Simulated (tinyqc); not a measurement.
Free and trapped electrons in a MOS channel with a dense trap tail: two steps of the calculation.

p-type body, charge-sheet picture, full ionisation (an idealisation for deep acceptors), Boltzmann statistics for free electrons. e = Ec - EF at the surface. Acceptor-like traps of density D(E) = D0 + De exp(-E/Ew) at depth E below Ec, from 0 to Eu, hold n_t = integral of D(E)/(1 + exp((e - E)/Vt)). psi = Eg - Vt ln(Nv/Na) - e; N_dep = sqrt(2 eps0 eps_r Na (psi - Vt)/q); n_f = sqrt(N_dep^2 + 2 eps0 eps_r Vt Nc exp(-e/Vt)/q) - N_dep; Vg = Vfb + psi + q (N_dep + n_t + n_f)/Cox, Cox = eps0 eox/tox.

Parameters, values chosen for the exercise; band and dielectric values close to those of silicon:
- T = 300 K (temperature)
- Eg = 1.1 eV (band gap)
- eps_r = 11.7 (relative permittivity)
- Nc = 2.75e19 cm^-3 (conduction-band density of states at T)
- Nv = 2.65e19 cm^-3 (valence-band density of states at T)
- eox = 3.9 (relative permittivity of the insulator)
- tox = 76 nm (insulator thickness)
- Na = 1.1e17 cm^-3 (acceptor density)
- Vfb = -0.96 V (flat-band voltage without trapped charge)
- D0 = 1.8e10 cm^-2 eV^-1 (constant background density of acceptor-like traps)
- De = 1.3e13 cm^-2 eV^-1 (density of the tail at the conduction edge)
- Ew = 0.12 eV (decay energy of the tail)
- Eu = 0.54 eV (depth below Ec down to which the traps reach)
- mf = 130 cm^2/(V s) (mobility of free electrons)
- e = 0.079 eV (Ec - EF at the surface)

Constants: q = 1.602176634e-19 C, kB = 1.380649e-23 J/K, Vt = kB T/q, eps0 = 8.8541878128e-14 F/cm where lengths are in cm. Results are converted to the units shown.

Problem 1. Trapped charge. Trapezoid rule on 15 equal steps from 0 to Eu, f = 1/(1 + exp((e - E)/Vt)).

Give: E; D(E) f; n_t.

Solution 1.

```
point   E (eV)  D(E) f (cm^-2 eV^-1)
0            0              5.854e11
1      0.03600              1.537e12
2      0.07200              3.095e12
3       0.1080              4.000e12
4       0.1440              3.639e12
5       0.1800              2.861e12
6       0.2160              2.156e12
7       0.2520              1.608e12
8       0.2880              1.197e12
9       0.3240              8.916e11
10      0.3600              6.652e11
11      0.3960              4.975e11
12      0.4320              3.732e11
13      0.4680              2.811e11
14      0.5040              2.129e11
15      0.5400              1.624e11
```

n_t = 8.420e11 cm^-2

Problem 2. Charges and gate voltage. psi, N_dep, n_f and Vg as defined, with the n_t given; free share n_f/(n_f + n_t); apparent mobility mf n_f/(n_f + n_t); gate voltage spent on traps q n_t/Cox.

n_t = 8.4201890e11 cm^-2

Give: psi; N_dep; n_f; Vg; free share; apparent mobility; gate voltage spent on traps.

Solution 2.

psi = 0.8792 V
N_dep = 1.102e12 cm^-2
n_f = 1.815e11 cm^-2
Vg = 7.413 V
free share = 17.73 %
apparent mobility = 23.05 cm^2/(V s)
gate voltage spent on traps = 2.969 V

Numbers from tinyqc (`OMP_NUM_THREADS=1 python tinyqc.py 2222015 2222016 out.jsonl`; about 0.03 s on one thread of a shared Intel Xeon 2.30GHz).
